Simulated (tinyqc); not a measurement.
Extended Hueckel theory, for H6-, step by step. The parameters take no account of the charge, which enters only through the electron count, and nothing here shows that the anion is bound. One step of it, computed by the program tinyqc.

Task: Orbitals. Solve H C = S C e through S^(-1/2); fill by pairs from the bottom, a degenerate level sharing its electrons equally; each orbital has its largest coefficient positive (the first on a tie).

H (eV), lower triangle:
```
            1H 1s       2H 1s       3H 1s       4H 1s       5H 1s       6H 1s
1H 1s  -13.600000
2H 1s  -15.146037  -13.600000
3H 1s   -3.396145  -10.284128  -13.600000
4H 1s   -0.933480   -3.396145  -15.146037  -13.600000
5H 1s   -0.119444   -0.511922   -3.396145  -10.284128  -13.600000
6H 1s   -0.024569   -0.119444   -0.933480   -3.396145  -15.146037  -13.600000
```

overlap S, lower triangle:
```
          1H 1s     2H 1s     3H 1s     4H 1s     5H 1s     6H 1s
1H 1s  1.000000
2H 1s  0.636388  1.000000
3H 1s  0.142695  0.432106  1.000000
4H 1s  0.039222  0.142695  0.636388  1.000000
5H 1s  0.005019  0.021509  0.142695  0.432106  1.000000
6H 1s  0.001032  0.005019  0.039222  0.142695  0.636388  1.000000
```

valence electrons = 7

Give: orbital energies; occupations; coefficients; sum of one-electron energies.

Result:

orbital energies (eV): -19.1687  -17.7250  -14.9579  -1.8341  9.8685  27.7916

occupations: 2.0000  2.0000  2.0000  1.0000  0.0000  0.0000

coefficients:
```
          MO1      MO2      MO3      MO4      MO5      MO6
1H 1s  0.1963   0.3724   0.4376   0.6713  -0.8008   0.5414
2H 1s  0.2715   0.3825   0.2277  -0.4633   0.9576  -0.8846
3H 1s  0.3388   0.1134  -0.4360  -0.6414  -0.3036   1.2055
4H 1s  0.3388  -0.1134  -0.4360   0.6414  -0.3036  -1.2055
5H 1s  0.2715  -0.3825   0.2277   0.4633   0.9576   0.8846
6H 1s  0.1963  -0.3724   0.4376  -0.6713  -0.8008  -0.5414
```

sum of one-electron energies = -105.5372 eV
